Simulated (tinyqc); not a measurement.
Thin film between two gates, subbands and threshold shift from confinement: two steps of the calculation.

Undoped body with a flat potential across it, hard walls, transport along x. One isotropic valley (g = 1, mx = my = mz = me). Non-parabolicity enters the subband edges through E (1 + al E) = gamma, so E = 2 gamma/(1 + sqrt(1 + 4 al gamma)); motion within a subband is taken as parabolic with the band-edge mass. Energies are counted from the bulk band edge.

Inputs (values chosen for the exercise); masses close to those of InAs:
```
symbol   value  unit                                                meaning
T          300     K                                            temperature
me      0.0232    m0                                  mass at the band edge
al           3  1/eV                                       non-parabolicity
t         11.3    nm                               film thickness (along z)
dl           0    nm  widening of the box by penetration into the insulator
```

Constants: q = 1.602176634e-19 C, kB = 1.380649e-23 J/K, hbar = 1.054571817e-34 J s, m0 = 9.1093837015e-31 kg, Vt = kB T/q, hbar^2/(2 m0) = 0.0380998212 eV nm^2. Results are converted to the units shown.

Question 1. Lowest subbands. gamma = C (pi k/(t + dl))^2/mz, C = hbar^2/(2 m0). List the 5 lowest, labelled by quantum numbers, with degeneracy g and N_k: N_k = g sqrt(mx my) m0 kB T/(pi hbar^2).

Wanted: E_k; g; N_k.

Answer 1.

E_k, subband 1 to 5 (eV): [0.098077, 0.27721, 0.47254, 0.67283, 0.87524]
g, subband 1 to 5: [1, 1, 1, 1, 1]
N_k, subband 1 to 5 (cm^-2): [2.5054e11, 2.5054e11, 2.5054e11, 2.5054e11, 2.5054e11]

Question 2. Threshold shift. Each subband has N_k = g sqrt(mx my) m0 kB T/(pi hbar^2); without degeneracy n = exp(EF/Vt) sum N_k exp(-E_k/Vt). Classical value Nc times t, Nc = sum over valleys of 2 g (m m0 kB T/(2 pi hbar^2))^1.5 with m = (mx my mz)^(1/3). Threshold shift dVT = Vt ln(classical value/sum N_k exp(-E_k/Vt)). Use the subbands listed.

E_k, subband 1 to 5 (eV): [0.098076786, 0.27720612, 0.47253568, 0.67283251, 0.87523579]
N_k, subband 1 to 5 (cm^-2): [2.5054130e11, 2.5054130e11, 2.5054130e11, 2.5054130e11, 2.5054130e11]

Give: shares; sum N_k exp(-E_k/Vt); Nc; classical value; dVT.

Answer 2.

shares, subband 1 to 5 (%): [99.90, 0.10, 0.00, 0.00, 0.00]
sum N_k exp(-E_k/Vt) = 5.645e9 cm^-2
Nc = 8.868e16 cm^-3
classical value = 1.002e11 cm^-2
dVT = 74.36 mV

Range of the model: Non-parabolicity also makes carriers heavier within each subband, which is left out, so densities of states are understated at high energy.

Computed by the program tinyqc: `OMP_NUM_THREADS=1 python tinyqc.py 2350005 2350006 out.jsonl`, one thread of a shared Intel Xeon 2.30GHz, about 0.02 s for the whole run.
